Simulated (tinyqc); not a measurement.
# Read current of a NAND string, cells in series solved by shooting: effects of single changes

Cells in series, numbered from 0 at the source line (0 V) to the bit line, each followed by a gap resistance Rg. A cell with gate Vg, threshold VT, source Vs and drain Vd passes I = 2 nf K Vt^2 [F(Vs) - F(Vd)]/(1 + th max(Vg - VT, 0)), F(V) = ln^2(1 + exp((Vg - VT - nf V)/(2 nf Vt))). The selected cell has Vg = Vr, the others Vg = Vp.

Parameters, values chosen for the exercise; values of the order met in vertical NAND strings:
- T = 300 K (temperature)
- K = 29 uA/V^2 (gain factor of a cell)
- nf = 1.4 (slope factor)
- th = 0.18 1/V (mobility reduction factor)
- Rg = 4.3 kohm (resistance of the gap between cells)
- Vbl = 0.7 V (bit-line voltage)
- Vp = 5.8 V (pass voltage)
- Ve = -1.5 V (threshold of an erased cell)
- Vh = 3.2 V (threshold of the highest state)
- Vx = 0.9 V (threshold of the selected cell)
- Is = 20 nA (sensing current)
- Vr = 1.88 V (read voltage on the selected word line)

Constants: q = 1.602176634e-19 C, kB = 1.380649e-23 J/K, Vt = kB T/q. Results are converted to the units shown.

Each table varies one quantity; the others keep the values above.

## Read current against the number of cells

For a trial current I start at 0 V and, cell by cell, solve for the drain: sqrt(F(Vd)) = sqrt(F(Vs) - I/k), k = 2 nf K Vt^2/(1 + th max(Vg - VT, 0)), Vd = [Vg - VT - 2 nf Vt ln(exp(sqrt F) - 1)]/nf, then add I Rg. The string current is the I for which the last node reaches Vbl. The apparent threshold is the Vr at which I = Is. Background: all other cells erased (VT = Ve) or all in the highest state (VT = Vh); ratio and shift are high over erased and high minus erased. The selected cell is in the middle, cell n/2.

Read current against the number of cells:
columns A: n; B: I, others erased (uA); C: I, others high (uA); D: ratio; E: apparent VT, erased (V); F: apparent VT, high (V); G: background shift (mV)
```
A         B       C       D       E       F       G
8     3.461   2.459  0.7104  0.8887  0.8896  0.9573
16    2.133   1.376  0.6451  0.8904  0.8923   1.917
32    1.200  0.7283  0.6068  0.8938  0.8976   3.841
64   0.6392  0.3748  0.5864  0.9006  0.9084   7.781
96   0.4354  0.2523  0.5793  0.9075  0.9192   11.72
128  0.3302  0.1901  0.5758  0.9144  0.9301   15.69
192  0.2225  0.1273  0.5722  0.9282  0.9520   23.73
```

Read the table: what changes, and by how much?

With erased neighbours the current falls from 3.46 to 0.223 uA, as n^(-0.70) between the first two rows and n^(-0.97) between the last two (-1 once the series resistance rules). The ratio falls from 0.710 to 0.572 and the background shift rises from 0.957 to 23.7 mV.

## Effect of the position of the selected cell

Same model as above.

The string has 64 cells, numbered from the source.

Effect of the position of the selected cell:
columns A: j; B: I, others erased (uA); C: I, others high (uA); D: ratio; E: apparent VT, erased (V); F: apparent VT, high (V); G: background shift (mV)
```
A        B       C       D       E       F          G
0   0.6616  0.3803  0.5749  0.8870  0.8870  -4.166e-7
9   0.6577  0.3794  0.5768  0.8908  0.8929      2.157
18  0.6525  0.3781  0.5795  0.8946  0.8990      4.323
27  0.6449  0.3762  0.5834  0.8985  0.9050      6.543
36  0.6333  0.3732  0.5893  0.9023  0.9111      8.763
45  0.6139  0.3678  0.5991  0.9062  0.9172      10.98
54  0.5789  0.3552  0.6137  0.9101  0.9233      13.20
63  0.5254  0.3267  0.6217  0.9140  0.9294      15.44
```

From the source end to the bit-line end the apparent VT with high neighbours rises from 0.8870 to 0.9294 V and the background shift rises from -4.17e-7 to 15.4 mV. Cells and gaps on the source side raise the source of the selected cell, which costs nf times that voltage in gate drive; those on the drain side only lower its drain voltage.

Numbers from tinyqc (`OMP_NUM_THREADS=1 python tinyqc.py 2142142 2142143 out.jsonl`; about 0.7 s on one thread of a shared Intel Xeon 2.30GHz).
